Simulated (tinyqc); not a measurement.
# Undoped symmetric double-gate MOSFET, analytic potential model: effect of the temperature

An undoped body of thickness ts between two equal insulators and tied gates; long channel, electrons only, n = ni exp((psi - V)/Vt) with V the quasi-Fermi potential (0 at the source, Vd at the drain), constant mobility, no quantisation. Across the body psi(x) = V - 2 Vt ln[(ts/(2 beta)) sqrt(q ni/(2 eps0 eps_r Vt)) cos(2 beta x/ts)], x from the centre. Q is the electron charge per area of the whole body.

Nc and Nv are given at 250 K and scale as (T/250 K)^1.5; Eg and mu are held fixed. ni = sqrt(Nc Nv) exp(-Eg/(2 Vt)), Eg in volts; r = eps_r tox/(eox ts); V0 = dphi + 2 Vt ln[(2/ts) sqrt(2 eps0 eps_r Vt/(q ni))]. beta (between 0 and pi/2) solves (Vg - V0 - V)/(2 Vt) = ln(beta) - ln(cos beta) + 2 r beta tan(beta). Q = 8 eps0 eps_r Vt beta tan(beta)/ts; I = mu (1/L)(4 eps0 eps_r/ts)(2 Vt)^2 [g(beta_s) - g(beta_d)] per width, g = beta tan(beta) - beta^2/2 + r beta^2 tan^2(beta), with beta_s at V = 0 and beta_d at V = Vd.  I(low) is taken at Vg = 0.2 V, Qs and I(high) at Vg = 0.95 V.

Values chosen for this exercise; material values close to those of silicon:
```
symbol    value        unit                                                         meaning
Eg         1.13          eV                                                        band gap
eps_r      11.5                                  relative permittivity of the semiconductor
Nc      2.11e19       cm^-3  conduction-band density of states at the reference temperature
Nv      2.04e19       cm^-3     valence-band density of states at the reference temperature
eox        7.35                                 relative permittivity of the gate insulator
tox         2.6          nm                                             insulator thickness
ts           20          nm                                                  body thickness
dphi      -0.02           V              gate work function less that of the intrinsic body
mu          230  cm^2/(V s)                                                channel mobility
L           0.1          um                                                     gate length
Vd         0.05           V                                                   drain voltage
```

Constants: q = 1.602176634e-19 C, kB = 1.380649e-23 J/K, Vt = kB T/q, eps0 = 8.8541878128e-14 F/cm where lengths are in cm. Results are converted to the units shown.

Result of one run:
```
T (K)  V0 (V)  I(low) (nA/um)  Qs(high) (nC/cm^2)  I(high) (uA/um)
310    0.4265           1.175                1860            201.4
```

What becomes of these results when the temperature T is changed from 310 to 220 K, all else the same?

Result of the changed run:
```
T (K)  V0 (V)  I(low) (nA/um)  Qs(high) (nC/cm^2)  I(high) (uA/um)
220    0.4642        0.002776                1831            197.5
```

The whole series:
```
T (K)  V0 (V)  I(low) (nA/um)  Qs(high) (nC/cm^2)  I(high) (uA/um)
220    0.4642        0.002776                1831            197.5
250    0.4518         0.03296                1838            198.5
280    0.4392          0.2358                1848            199.8
310    0.4265           1.175                1860            201.4
340    0.4137           4.472                1875            203.3
370    0.4008           13.86                1893            205.4
400    0.3877           36.60                1912            207.7
430    0.3746           84.92                1932            210.2
```

As T goes from 220 to 430 K, I(low) rises from 0.00278 to 84.9 nA/um and I(high) rises from 198 to 210 uA/um. V0 falls from 0.464 to 0.375 V. In every row the surface density at the source at the higher gate voltage passes 0.3 Nc, where Boltzmann statistics fail. In every row the mobility is held fixed, though a real one changes with T.

Numbers from tinyqc (`OMP_NUM_THREADS=1 python tinyqc.py 2440132 2440133 out.jsonl`; about 0.02 s on one thread of a shared Intel Xeon 2.30GHz).
